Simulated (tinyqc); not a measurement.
# Worked calculation: MOSFET in saturation, small-signal circuit and noise

Computed by the program tinyqc: `OMP_NUM_THREADS=1 python tinyqc.py 2150123 2150124 out.jsonl`, one thread of a shared Intel Xeon 2.30GHz, about 0.01 s for the whole run. Printed values are rounded.

Bias by the inversion coefficient IC = I/Ispec (charge-based model with velocity saturation; weak inversion below 0.1, strong above 10). Common-source circuit: gm, gds, Cgs, Cgd and Cj at the inner nodes, Rg in series with the gate; quasi-static, no source or drain resistance, no gate-body capacitance, no substrate network, no induced gate noise, so fmax is an upper estimate.

Inputs (values chosen for the exercise):
```
symbol,value,unit,meaning
T,300,K,temperature
L,28,nm,gate length
W,5,um,total gate width
Cox,2.39,uF/cm^2,gate capacitance
mu,190,cm^2/(V s),mobility
n,1.35,,slope factor
Ls,20,nm,velocity-saturation length
sg,0.15,,ratio gds/gm
Cov,0.39,fF/um,overlap and fringe capacitance per side
Cj,0.63,fF/um,drain junction capacitance
Rsh,8,ohm,sheet resistance of the gate
Wf,2,um,finger width
Rc,300,ohm um,gate contact and vertical resistance
IC,0.12,,inversion coefficient
gw,0.03,,short-channel excess of the noise factor
Nt,3.2e17,cm^-3 eV^-1,oxide trap density
lt,0.1,nm,tunnelling length into the oxide
ac,3000,V s/C,Coulomb scattering coefficient
f,1,GHz,signal frequency
```

Constants: q = 1.602176634e-19 C, kB = 1.380649e-23 J/K, Vt = kB T/q. Results are converted to the units shown.

## Current, transconductance and gain

Ispec = 2 n mu Cox (W/L) Vt^2, lc = Ls/L, gms = [sqrt((lc IC + 1)^2 + 4 IC) - 1]/[2 + lc (lc IC + 1)], gm = gms Ispec/(n Vt), gds = sg gm.

Ispec = 146.3240 uA
I = 17.55888 uA
gms = 0.1037411
gm = 0.4349493 mS
gds = 0.06524239 mS
gm/I = 24.77090 1/V

gm/I is 86.5 % of its weak-inversion limit 1/(n Vt); without velocity saturation (lc = 0) gms would be 0.108.

## Capacitances, gate resistance and cut-off frequencies

qs = [sqrt(1 + 4 IC) - 1]/2, Cgs = Cox W L qs (2 qs + 3)/(3 (qs + 1)^2) + Cov W, Cgd = Cov W, Cd = Cj W, Rg = Rsh (Wf/L)/(12 Nf) + Rc/W with Nf = W/Wf fingers (not rounded) contacted at both ends. fT = gm/(2 pi (Cgs + Cgd)), fmax = fT/(2 sqrt(Rg (gds + 2 pi fT Cgd))).

Cgs = 2.266251 fF
Cgd = 1.95 fF
Cd = 3.15 fF
Rg = 79.04762 ohm
fT = 16.41845 GHz
fmax = 56.57009 GHz

Overlap and fringe make up 92.5 % of the gate capacitance; fmax is 3.45 times fT.

## Admittance matrix

Inner admittances at w = 2 pi f: y11 = i w (Cgs + Cgd), y12 = -i w Cgd, y21 = gm - i w Cgd, y22 = gds + i w (Cgd + Cd). Invert to Z, add Rg to Z11 and invert back to Y.

inner y (mS):
```
                      1                     2
1  0.0000000+0.0264915i  0.0000000-0.0122522i
2  0.4349493-0.0122522i  0.0652424+0.0320442i
```

Y with Rg (mS):
```
                      1                      2
1  0.0000555+0.0264914i  -0.0000257-0.0122522i
2  0.4349217-0.0131630i   0.0652551+0.0324655i
```

## Current gain and unilateral power gain

|h21| = |Y21/Y11|; U = |Y21 - Y12|^2/(4 [Re Y11 Re Y22 - Re Y12 Re Y21]). Extrapolated at 20 dB a decade: f |h21| and f sqrt(U).

|h21| = 16.42497
U = 3200.175
f |h21| = 16.42497 GHz
f sqrt(U) = 56.57009 GHz

f |h21| is 0.040 % above the formula for fT, and f sqrt(U) within 0.01 % of that for fmax.

## Noise at the gate

Channel noise Sid = 4 kB T gam n gm with gam = (1/2 + (2/3) qs)/(1 + qs) + gw lc IC, qs = [sqrt(1 + 4 IC) - 1]/2, lc = Ls/L (the last term an empirical rise with velocity saturation); at the gate, white noise Sw = Sid/gm^2 + 4 kB T Rg. Number fluctuation with correlated mobility: S(f) = K/f, K = q^2 Vt lt Nt/(W L Cox^2) (1 + ac mu Cox I/gm)^2, Vt in eV with Nt per eV. Corner fc = K/Sw. Full shot noise would be 2 q I.

gam = 0.5188544
Sid = 5.047571e-24 A^2/Hz
Sid/(2 q I) = 0.8971091
sqrt(Sw) = 5.290636 nV/Hz^0.5
K = 2.955580e-10 V^2
fc = 10.55910 MHz

The gate resistance gives 4.7 % of the white noise power. In weak inversion gm = I/(n Vt), so with gam = 1/2 the thermal formula equals shot noise.
